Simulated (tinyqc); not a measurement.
## Undoped gate-all-around wire MOSFET, analytic charge model: effect of the temperature

An undoped round wire of radius R under an insulator shell and a surrounding gate; long channel, electrons only, n = ni exp((psi - V)/Vt) with V the quasi-Fermi potential (0 at the source, Vd at the drain), constant mobility, no quantisation. The radial Poisson equation gives n(r) = n(0)/(1 - (1 - b) r^2/R^2)^2 with b = Q0/(Q + Q0). Q is the electron charge per area of the wire surface.

Nc and Nv are given at 300 K and scale as (T/300 K)^1.5; Eg and mu are held fixed. ni = sqrt(Nc Nv) exp(-Eg/(2 Vt)), Eg in volts; Cox = eps0 eox/(R ln(1 + tox/R)); Q0 = 4 eps0 eps_r Vt/R; V0 = dphi + Vt ln[8 eps0 eps_r Vt/(q ni R^2)]. Q solves Vg - V0 - V = Q/Cox + Vt ln(Q/Q0) + Vt ln(1 + Q/Q0). I = mu (2 pi R/L)[2 Vt (Qs - Qd) + (Qs^2 - Qd^2)/(2 Cox) + Vt Q0 ln((Qd + Q0)/(Qs + Q0))], with Qs at V = 0 and Qd at V = Vd.  I(low) is taken at Vg = 0.19 V, Qs and I(high) at Vg = 0.94 V.

Parameters, values chosen for the exercise; material values those of a made-up semiconductor:
- Eg = 1.13 eV (band gap)
- eps_r = 14.5 (relative permittivity of the semiconductor)
- Nc = 2.89e19 cm^-3 (conduction-band density of states at the reference temperature)
- Nv = 2.03e19 cm^-3 (valence-band density of states at the reference temperature)
- eox = 8.81 (relative permittivity of the gate insulator)
- tox = 5.2 nm (insulator thickness)
- R = 6 nm (wire radius)
- dphi = -0.08 V (gate work function less that of the intrinsic body)
- mu = 330 cm^2/(V s) (channel mobility)
- L = 0.1 um (gate length)
- Vd = 0.8 V (drain voltage)

Constants: q = 1.602176634e-19 C, kB = 1.380649e-23 J/K, Vt = kB T/q, eps0 = 8.8541878128e-14 F/cm where lengths are in cm. Results are converted to the units shown.

Result of one run:
```
V0 (V)	I(low) (nA)	Qs(high) (nC/cm^2)	I(high) (uA)
0.4402	0.06501	878.4	27.68
```

Which temperature T gave this result: 250, 310, 340 or 430 K?

T = 310 K.

The whole series:
```
T (K)	V0 (V)	I(low) (nA)	Qs(high) (nC/cm^2)	I(high) (uA)
220	0.4565	3.011e-4	868.0	25.89
250	0.4512	0.002682	870.3	26.42
280	0.4458	0.01544	873.8	27.02
310	0.4402	0.06501	878.4	27.68
340	0.4345	0.2169	883.9	28.39
370	0.4287	0.6057	890.2	29.16
400	0.4228	1.471	897.2	29.96
430	0.4168	3.194	904.8	30.82
```

As T goes from 220 to 430 K, I(low) rises from 3.01e-4 to 3.19 nA and I(high) rises from 25.9 to 30.8 uA. V0 falls from 0.456 to 0.417 V. In every row the surface density at the source at the higher gate voltage passes 0.3 Nc, where Boltzmann statistics fail. In every row mu V/L at the higher gate voltage, with V the smaller of Vd and Vg - V0, passes 3e6 cm/s, so velocity saturation would lower the current. In every row the mobility is held fixed, though a real one changes with T. In every row the body is thin enough for quantum confinement, left out here, to raise the threshold.

Numbers from tinyqc (`OMP_NUM_THREADS=1 python tinyqc.py 2460169 2460170 out.jsonl`; about 0.03 s on one thread of a shared Intel Xeon 2.30GHz).
